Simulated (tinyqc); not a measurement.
Linear model of a band gap against the share of exact exchange: one step. Band edges and a deep level. Four cases, with inputs chosen for the exercise.

Problem. The opening c = S alpha lowers the valence top by fv c and raises the conduction edge by (1 - fv) c, both against the mean potential; the level moves by cd c. Use the fixed point. Compare with stretching the level in proportion to the gap and with pinning it to either edge.

Case 1.

Values chosen (of the order of those of AlN; the results hold for these values, not for the real material): E0 = 4.1 eV (gap of the semi-local functional); S = 8.16 eV (slope dE/d(alpha)); fv = 0.54 (share of the opening taken by the valence edge); Ed = 2.91 eV (defect level above the semi-local valence top); cd = 0 (shift of the level per unit opening, on the scale of the mean potential).

fixed point = 0.2217489

Case 2.

Values chosen (of the order of those of GaP; the results hold for these values, not for the real material): E0 = 1.59 eV (gap of the semi-local functional); S = 5.43 eV (slope dE/d(alpha)); fv = 0.48 (share of the opening taken by the valence edge); Ed = 0.41 eV (defect level above the semi-local valence top); cd = 0 (shift of the level per unit opening, on the scale of the mean potential).

fixed point = 0.1093233

Case 3.

Values chosen (of the order of those of Al2O3; the results hold for these values, not for the real material): E0 = 5.98 eV (gap of the semi-local functional); S = 9.01 eV (slope dE/d(alpha)); fv = 0.6 (share of the opening taken by the valence edge); Ed = 2.75 eV (defect level above the semi-local valence top); cd = 0 (shift of the level per unit opening, on the scale of the mean potential).

fixed point = 0.3311707

Case 4.

Values chosen (of the order of those of MgO; the results hold for these values, not for the real material): E0 = 4.88 eV (gap of the semi-local functional); S = 9.99 eV (slope dE/d(alpha)); fv = 0.57 (share of the opening taken by the valence edge); Ed = 1.37 eV (defect level above the semi-local valence top); cd = 0 (shift of the level per unit opening, on the scale of the mean potential).

fixed point = 0.3825252

Give: opening c; shifts of the valence and conduction edges; level above the valence top; level below the conduction edge; level above the valence top: stretched, tied to the valence edge, tied to the conduction edge.

Solution.

Case 1.

opening c = 1.809 eV

shifts of the valence and conduction edges (eV): [-0.977, 0.832]

level above the valence top = 3.887 eV
level below the conduction edge = 2.022 eV

level above the valence top: stretched, tied to the valence edge, tied to the conduction edge (eV): [4.194, 2.910, 4.719]

The three recipes err by +0.31, -0.98 and +0.83 eV against alignment through the mean potential. A localised level with cd = 0 stays put while the edges move away from it.

Case 2.

opening c = 0.594 eV

shifts of the valence and conduction edges (eV): [-0.285, 0.309]

level above the valence top = 0.695 eV
level below the conduction edge = 1.489 eV

level above the valence top: stretched, tied to the valence edge, tied to the conduction edge (eV): [0.563, 0.410, 1.004]

The three recipes err by -0.13, -0.28 and +0.31 eV against alignment through the mean potential. A localised level with cd = 0 stays put while the edges move away from it.

Case 3.

opening c = 2.984 eV

shifts of the valence and conduction edges (eV): [-1.790, 1.194]

level above the valence top = 4.540 eV
level below the conduction edge = 4.424 eV

level above the valence top: stretched, tied to the valence edge, tied to the conduction edge (eV): [4.122, 2.750, 5.734]

The three recipes err by -0.42, -1.79 and +1.19 eV against alignment through the mean potential. A localised level with cd = 0 stays put while the edges move away from it.

Case 4.

opening c = 3.821 eV

shifts of the valence and conduction edges (eV): [-2.178, 1.643]

level above the valence top = 3.548 eV
level below the conduction edge = 5.153 eV

level above the valence top: stretched, tied to the valence edge, tied to the conduction edge (eV): [2.443, 1.370, 5.191]

The three recipes err by -1.11, -2.18 and +1.64 eV against alignment through the mean potential. A localised level with cd = 0 stays put while the edges move away from it.

Computed by tinyqc, one run a case: `OMP_NUM_THREADS=1 python tinyqc.py N N+1 out.jsonl` with N = 1880127, 1880309, 1880339, 1880511; one thread of a shared Intel(R) Xeon(R) Processor @ 2.30GHz, about 0.01 s a run at most.
